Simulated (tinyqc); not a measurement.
Etch lag against aspect ratio: ion-assisted plasma etching: sheath, surface coverage, synergy and aspect-ratio dependence. Computed by tinyqc, a small Python program. Command: `OMP_NUM_THREADS=1 python tinyqc.py 3020293 3020294 out.jsonl etch walk`. One thread of a shared host (Intel(R) Xeon(R) Processor @ 2.30GHz), about 0.07 s of CPU time with the checks.

Radicals adsorb on bare sites; ions remove covered sites with a high yield and bare sites by sputtering; a slow spontaneous reaction acts everywhere, walls included.

Inputs (values chosen for the exercise, close to those used for silicon dioxide in a fluorocarbon plasma):
```
quantity                                value       unit
plasma density n_e                    2.6e+11     1/cm^3
electron temperature T_e                  3.4         eV
ion mass M_i                               69          u
sheath voltage V                           76          V
radical density n                     7.1e+13     1/cm^3
radical mass M_n                           50          u
gas temperature T_g                       300          K
sticking coefficient s                   0.41          -
radicals per removed unit x                 3          -
yield slope b                            0.29  eV^(-1/2)
threshold E_th                             16         eV
sputter slope b_p                       0.016  eV^(-1/2)
sputter threshold E_p                      40         eV
spontaneous reaction probability k_c  3.1e-05          -
solid density N                       2.2e+22     1/cm^3
ion temperature T_i                      0.25         eV
```

Feature: long trench.

Constants: e = 1.602176634e-19 C; u = 1.6605390666e-27 kg; k_B = 1.380649e-23 J/K; eps_0 = 8.8541878128e-12 F/m.

Method:
- Bohm speed u_B = sqrt(e T_e/M_i); ion flux G_i = 0.61 n_e u_B; radical flux G_n = n c/4 with c = sqrt(8 k_B T_g/(pi M_n)).
- Debye length lambda_D = sqrt(eps_0 T_e/(e n_s)) with n_s = 0.61 n_e, T_e in volts; Child-law sheath d = (sqrt2/3) lambda_D (2 V/T_e)^(3/4); ion energy E = V + T_e/2; angular spread = arctan(sqrt(T_i/E)).
- Yields: Y = b (sqrt(E) - sqrt(E_th)) on covered sites, Y_p = b_p (sqrt(E) - sqrt(E_p)) on bare ones (zero below threshold).
- Steady coverage: s G_n (1 - theta) = x Y G_i theta; removal flux = Y G_i theta + Y_p G_i (1 - theta) + k_c G_n; rate = flux/N, 1 cm/s = 6e8 nm/min.
- Lateral rate = k_c G_n/N; anisotropy = 1 - lateral/vertical; synergy = vertical/(ions alone + radicals alone), with ions alone Y_p G_i/N and radicals alone the lateral rate.
- Transmission of a long trench, rough form: K = (1 + ln(1 + A))/(1 + A + ln(1 + A)), walls that scatter diffusely without loss. With a loss probability S = s (1 - theta) at the floor, G_b/G_n = K/(K + S - K S); theta follows G_b, and the two are solved together. Ions are taken to reach the floor unshadowed; G_b replaces G_n in every term of the rate; A is depth over width.

yield Y = 1.39628

sputter yield Y_p = 0.0398433

ion flux G_i = 3.45819e+16 1/(cm^2 s)

radical flux G_n = 6.32647e+17 1/(cm^2 s)

vertical rate = 858.992 nm/min

coverage theta = 0.641656

Floor of the feature:
```
A            K  G_b/G_n    theta  rate (nm/min)  relative rate
0.5    0.73760  0.94873  0.62947         843.37        0.98181
1.0    0.62869  0.91599  0.62124         832.83        0.96954
2.0    0.51203  0.86726  0.60829         816.24        0.95023
5.0    0.35830  0.76320  0.57745         776.73        0.90423
10.0   0.25361  0.64012  0.53406         721.15        0.83953
20.0   0.16821  0.47789  0.46112         627.76        0.73081
50.0   0.08978  0.26088  0.31840         445.05        0.51811
100.0  0.05317  0.14759  0.20904         305.08        0.35516
```

What does the comparison show, and why?

K falls by a factor 13.9 over the rows and the rate by 2.76. Among these rows the rate stays within 10 % of the open-field value up to A = 5, with an open-field coverage of 0.64. Caution: rows with A above about 1/(2 tan(ion spread)) or 1/sqrt(k_c), often 10 to 30, are formal: ion shadowing, radical loss on the walls, redeposition of sputtered material and, in fluorocarbon plasmas, polymer growth are left out and add to the lag.
